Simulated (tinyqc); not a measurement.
A tight-binding chain with uneven site energies, recursive Green functions: one step of the calculation.

The device has N = 7 slices of 1 site(s), nearest-neighbour hopping -t, and site energies U; the leads are semi-infinite continuations with site energy 0. V = <i+1|H|i> = -t 1.

Task. States fed from the left, and the bond current. The full first column follows backwards from c_N = G_(N,1): c_i = G_(i,1)(forward) + g_i V^dagger c_(i+1). The density of states fed by the left lead is Gamma |c_i|^2/(2 pi), and the current on bond i is 2 t Gamma Im(c_(i+1) conj(c_i)) in units of T(E).

Parameters, values chosen for the exercise: hopping (matrix element -t) t = 2.7 eV.

```
site,g_i (1/eV),"G_(i,1) of the forward pass (1/eV)"
1,-0.20947542-0.25989064i,-0.20947542-0.25989064i
2,-0.26384229-0.26977700i,0.04007891-0.33772083i
3,-0.25420609-0.25815514i,0.26290622-0.20386111i
4,-0.25924984-0.32378771i,0.36224852+0.08714208i
5,-0.14895305-0.36243891i,0.06041073+0.38953720i
6,-0.16837492-0.27561359i,-0.26241326+0.22204344i
7,0.00728454-0.23009446i,-0.13278440-0.16739277i
```

Gamma = 4.6649330 eV

Give: c_i; density fed from the left; bond current.

Result.

```
site,c_i (1/eV),density fed from the left (1/eV)
1,0.0170-0.2179i,0.03546
2,0.1940-0.1664i,0.04848
3,0.2258+0.0096i,0.03794
4,0.1289+0.1801i,0.03642
5,-0.0654+0.2145i,0.03735
6,-0.1982+0.0471i,0.03082
7,-0.1328-0.1674i,0.03389
```

```
bond,bond current
1,0.9935
2,0.9935
3,0.9935
4,0.9935
5,0.9935
6,0.9935
```

The bond current is the same on every bond and equals T(E): the current is conserved.

Program tinyqc, `OMP_NUM_THREADS=1 python tinyqc.py 2660004 2660005 out.jsonl`; Intel Xeon 2.30GHz, shared host, one thread, about 0.01 s.
